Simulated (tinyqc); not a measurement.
Channel length: inversion-layer mobility, back-scattering and ballistic limit of a field-effect transistor. Computed by tinyqc, a small Python program. Command: `OMP_NUM_THREADS=1 python tinyqc.py 3018338 3018339 out.jsonl mos walk`. One thread of a shared host (Intel(R) Xeon(R) Processor @ 2.30GHz), about 0.01 s of CPU time with the checks.

The charge at the top of the source barrier is fixed by the gate; series resistance and short-channel effects are left out. F_j are Fermi integrals normalised to exp(eta) in the classical limit.

Inputs (values chosen for the exercise, modelled on a 4H-SiC n-channel):
```
quantity                                       value        unit
transport mass m                                0.29         m_0
valley degeneracy g_v                              3           -
weight w of the inversion charge                 0.5           -
permittivity eps                                 9.7           -
phonon mobility at 1 MV/cm and 300 K, mu_ph       89  cm^2/(V s)
roughness mobility at 1 MV/cm, mu_sr              45  cm^2/(V s)
Coulomb mobility at N_inv = 1e12/cm^2, mu_C       27  cm^2/(V s)
electrical oxide thickness t_inv                 1.3          nm
depletion charge N_dep                       1.8e+11      1/cm^2
gate overdrive V_G - V_T                         0.2           V
drain voltage V_D                               0.05           V
exponent a of the critical length               0.74           -
temperature T                                    300           K
```

Statistics at the top of the barrier: Fermi-Dirac.

Constants: eps_0 = 8.8541878128e-12 F/m; e = 1.602176634e-19 C; m_0 = 9.1093837015e-31 kg; k_B = 1.380649e-23 J/K; hbar = 1.054571817e-34 J s; k_B = 8.617333262e-05 eV/K.

Method:
- N_inv = 3.9 eps_0 (V_G - V_T)/(e t_inv); effective field E_eff = e (N_dep + w N_inv)/(eps eps_0).
- mu_phonon = mu_ph (E_eff/1 MV/cm)^(-0.3) (T/300 K)^(-1.75); mu_rough = mu_sr (E_eff/1 MV/cm)^(-2); mu_Coulomb = mu_C (N_inv/1e12 cm^-2) (T/300 K); Matthiessen's rule adds 1/mu.
- F_j(eta) = (1/Gamma(j + 1)) int_0^infinity x^j/(1 + exp(x - eta)) dx, F_0 = ln(1 + exp(eta)). Integrals over x = E/(k_B T) use 160 Gauss-Legendre points in u = sqrt(x) from 0 to sqrt(max(eta, 0) + 32).
- Ballistic channel: N_2D = g_v m k_B T/(pi hbar^2), U = e V_D/(k_B T); eta_F solves N_inv = (N_2D/2)[F_0(eta_F) + F_0(eta_F - U)]; v_T = sqrt(2 k_B T/(pi m)); I/W = e (N_2D/2) v_T [F_1/2(eta_F) - F_1/2(eta_F - U)]; injection velocity v_T F_1/2(eta_F)/F_0(eta_F).
- Mean free path lambda = (2 k_B T/e)(mu/v_T) F_0(eta_0)/F_-1/2(eta_0), with eta_0 from N_inv = N_2D F_0(eta_0); critical length l = L (1 + U)^(-a), an empirical rule; back-scattering r = l/(l + lambda). Then eta solves N_inv = (N_2D/2)[(1 + r) F_0(eta) + (1 - r) F_0(eta - U)] and I/W = e (N_2D/2) v_T (1 - r)[F_1/2(eta) - F_1/2(eta - U)].
- The last column is the long-channel law e N_inv mu V/L with V = V_D - V_D^2/(2 V_ov) below pinch-off and V_ov/2 above, V_ov = V_G - V_T.

inversion density N_inv = 3.31581e+12 1/cm^2

effective mobility mu = 45.5959 cm^2/(V s)

ballistic current I/W = 402.112 microampere/micrometre

Currents (microampere/micrometre):
```
L (nm)        r     I/W  ballistic ratio  long-channel law
5       0.47084  159.77          0.39733            211.95
10      0.64023   99.49          0.24742            105.98
20      0.78066   56.68          0.14095             52.99
40      0.87682   30.45          0.07574             26.49
80      0.93437   15.82          0.03933             13.25
160     0.96607    8.06          0.02005              6.62
400     0.98615    3.26          0.00812              2.65
1000    0.99441    1.31          0.00326              1.06
```

What follows from these numbers?

The current scales as L^-0.99 at the long end and as L^-0.68 at the short end, where it reaches 40 % of the ballistic 402. At 1000 nm the model gives 1.24 times the long-channel law; the rule for l is a fit for short devices and fails wherever the model exceeds that law. Raising mu by 10 % at 20 nm raises I by 8.5 %.
